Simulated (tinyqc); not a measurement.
# Admittance spectroscopy and thermally stimulated current of one trap level in a depletion layer, step by step

A worked calculation. Computed by tinyqc, a small Python program that keeps every step. Command: `OMP_NUM_THREADS=1 python tinyqc.py 3111973 3111974 out.jsonl admit walk`. One thread of a shared host (Intel(R) Xeon(R) Processor @ 2.30GHz), about 0.01 s of CPU time with the checks. Intermediate numbers are printed to about 6 digits and carried at full precision; extremes and crossings named in words are read from the listed rows.

A Schottky junction on n-type material holds one donor-like electron trap; shallow donors are fully ionised and abrupt depletion edges are assumed.

Inputs (values chosen for the exercise, modelled on n-type GaN): dielectric constant eps = 9.52; density-of-states mass m = 0.193 m_0; shallow doping N = 1.1e+16 1/cm^3; trap density N_t = 3.6e+15 1/cm^3; trap depth E_t below the band = 0.312 eV; capture cross section sigma = 1.3e-15 cm^2; band bending V_b = 1.6 V; test frequency f = 3000 Hz; heating rate beta = 1.7 K/s.

Constants: k_B = 1.380649e-23 J/K; m_0 = 9.1093837015e-31 kg; h = 6.62607015e-34 J s; k_B = 8.617333262e-05 eV/K; eps_0 = 8.8541878128e-12 F/m; e = 1.602176634e-19 C.

## Temperature of the peak

N_c = 2 (2 pi m k_B T/h^2)^(3/2), v_th = sqrt(3 k_B T/m), emission rate e_n = sigma v_th N_c exp(-E_t/(k_B T)). Where the level crosses the Fermi level capture equals emission, so the trap follows the signal with the rate 2 e_n; G/omega peaks at omega = 2 e_n (the correction for large N_t/N is left out). Solve 2 e_n(T_p) = 2 pi f.

peak temperature T_p = 235.342 K

N_c at T_p = 1.47835e+18 1/cm^3

e_n at T_p = 9424.78 1/s

E_c - E_F = k_B T_p ln(N_c/N) = 0.0993890 eV

Caution: N_t/N is not small, so the peak moves away from omega = 2 e_n.

## The capacitance step

With E_c - E_F = k_B T_p ln(N_c/N): lambda = sqrt(2 eps eps_0 (E_t - (E_c - E_F))/(e^2 N)); traps are empty and charged for x < x_t = w - lambda, and V_b = e (N w^2 + N_t x_t^2)/(2 eps eps_0). High frequency: C_hf = eps eps_0/w. Low frequency: C_lf = eps eps_0 (N + N_t)/(N w + N_t x_t).

lambda = 142.610 nm

depletion width w = 369.130 nm

crossing point x_t = 226.520 nm

C_hf = 22.8353 nF/cm^2

C_lf = 25.2397 nF/cm^2

step (C_lf - C_hf)/C_hf = 0.105292

small-N_t estimate (N_t/N)(lambda/w) = 0.126439

Reading N_t/N straight from the step would give 0.105 against the true 0.327: the factor lambda/w must be known.

## Scan in temperature at fixed frequency

With x = omega/(2 e_n): C = C_hf + (C_lf - C_hf)/(1 + x^2), G/omega = (C_lf - C_hf) x/(1 + x^2); C_hf and C_lf are held at their values at T_p.

Admittance:
```
T (K)  omega/(2 e_n)  C (nF/cm^2)  G/omega (nF/cm^2)
207.1        10.5240      22.8568            0.22642
216.5         4.5079      22.9481            0.50835
223.6         2.4850      23.1704            0.83271
230.6         1.4292      23.6255            1.12941
235.3         1.0031      24.0337            1.20218
240.0         0.7134      24.4288            1.13673
247.1         0.4363      24.8552            0.88121
256.5         0.2366      25.1122            0.53882
268.3         0.1163      25.2076            0.27580
```

The peak of G/omega is half the step, 1.20 nF/cm^2. Its full width is near 2 ln(2 + sqrt3) k_B T_p^2/(E_t + 2 k_B T_p) = 35.7 K.

## Arrhenius plot

T_p for 0.1, 0.3, 1, 3 and 10 f; least-squares lines of ln(e_n/T^2) and of ln(e_n) against 1/(k_B T), e_n = pi f; sigma = exp(intercept)/(v_th N_c/T^2).

Peaks:
```
f (Hz)  T_p (K)  1/(k_B T) (1/eV)  ln(e_n/T^2)  ln(e_n)
300     207.644           55.8865     -3.82314   6.8485
900     220.044           52.7371     -2.84053   7.9471
3000    235.342           49.3091     -1.77098   9.1511
9000    251.154           46.2047     -0.80242  10.2497
30000   270.932           42.8318      0.24994  11.4537
```

depth from e_n/T^2 = 0.312 eV

cross section from the intercept = 1.30e-15 cm^2

depth without the T^2 = 0.352709 eV

Leaving out T^2 adds 41 meV, near 2 k_B T_p = 41 meV.

## Thermally stimulated current

Thermally stimulated current without retrapping: filled share n(T) = exp(-(1/beta) int e_n dT), current proportional to e_n n; the peak obeys beta (E_t/(k_B T^2) + 2/T) = e_n(T). The integral starts at 0.5 T_m and uses 4000 trapezoid steps to 1.2 T_m. Chen's first-order estimate from the full width W = T_2 - T_1 between the half-height points: E = 2.52 k_B T_m^2/W - 2 k_B T_m.

peak temperature T_m = 146.272 K

lower half-height T_1 = 138.868 K

upper half-height T_2 = 151.625 K

filled share at T_m = 0.392698

E_t/(k_B T_m) = 24.7526

symmetry factor (T_2 - T_m)/(T_2 - T_1) = 0.419609

depth by Chen's formula = 0.339005 eV

The slow ramp empties the trap at 146 K, far below the admittance peak at 235 K, since the rate asked for is 0.31 per second instead of 9400. Chen's formula, made for a constant prefactor, gives 27 meV more than E_t.

Checks made by the program: C_lf against dQ/dV by differences (relative difference below 1e-10); depth recovered (relative difference below 1e-10); peak of the integrated curve (relative difference 3e-05).
